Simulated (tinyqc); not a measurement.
Strain and the order of the valence edges: six-band k.p model of the valence band of a wurtzite crystal.

At k = 0: E1 = D1c + D2c + Te + Le (pure HH); E2, E3 = Le + u +/- sqrt(u^2 + 2 D3c^2), u = (D1c - D2c + Te)/2, D1c = Dcr, D2c = D3c = Dso/3. The weight of LH in state 2 is fL = (E2 - Le)^2/((E2 - Le)^2 + 2 D3c^2). Relative strengths of transitions to the conduction band: for E perpendicular to c (TE) 1/2, fL/2, (1 - fL)/2; for E along c (TM) 0, 1 - fL, fL, with one momentum element for both directions.

Strain of a c-plane layer: exx = eyy = e_par, ezz = -2 (C13/C33) e_par; Le = D1 ezz + D2 (exx + eyy), Te = D3 ezz + D4 (exx + eyy).

Conduction edge: Ec = (top of the unstrained valence band) + Eg + (a1 + D1) ezz + (a2 + D2)(exx + eyy).
Constants: kB = 8.617333262e-05 eV/K.

Parameters, chosen for this exercise (near those of AlGaN; not measured data):
- Dcr = -0.0649 eV (crystal-field splitting)
- Dso = 0.0187 eV (spin-orbit splitting)
- Eg = 4.881 eV (direct gap at Gamma from the top of the unstrained valence band)
- a1 = -4.35 eV (gap potential along c)
- a2 = -11.4 eV (gap potential in the plane)
- D1 = -10.37 eV
- D2 = 6.01 eV
- D3 = 8.62 eV
- D4 = -4.09 eV
- C13 = 111 GPa
- C33 = 403 GPa
- T = 400 K (temperature)

Edges from the unstrained top. Degree of polarisation (TE - TM)/(TE + TM), each state weighted by exp(E/kT) alone (equal densities of states).

Results:
```
e_par (%)  E1 (meV)  E2 (meV)  E3 (meV)     fL  lowest transition (eV)  polarisation
-1.20        -117.4    -128.9    -214.8  0.989                  5.0304         0.856
-0.90        -103.0    -113.8    -162.3  0.966                  5.0080         0.625
-0.60         -88.6     -94.9    -113.6  0.671                  4.9856         0.179
-0.30         -74.2     -52.0     -88.9  0.061                  4.9410        -0.357
0.00          -59.7       0.0     -73.3  0.015                  4.8810        -0.729
0.30          -45.3      52.8     -58.5  0.006                  4.8202        -0.901
0.60          -30.9     105.8     -43.9  0.003                  4.7591        -0.965
0.90          -16.5     158.9     -29.4  0.002                  4.6980        -0.987
1.20           -2.1     212.1     -14.9  0.002                  4.6369        -0.995
```

E1 = E2 requires Dcr + Te = 0, which here falls at e_par = -0.50 %, inside the sweep: state 1 is on top for smaller e_par and state 2 beyond. The polarisation goes from +0.86 to -1.00 and changes sign between -0.60 and -0.30 %; the lowest transition moves by -164 meV per 1 % on average.

Run: tinyqc, `OMP_NUM_THREADS=1 python tinyqc.py 1050212 1050213 out.jsonl`; Intel(R) Xeon(R) Processor @ 2.30GHz, one thread, shared host; about 0.01 s of CPU time with all checks.
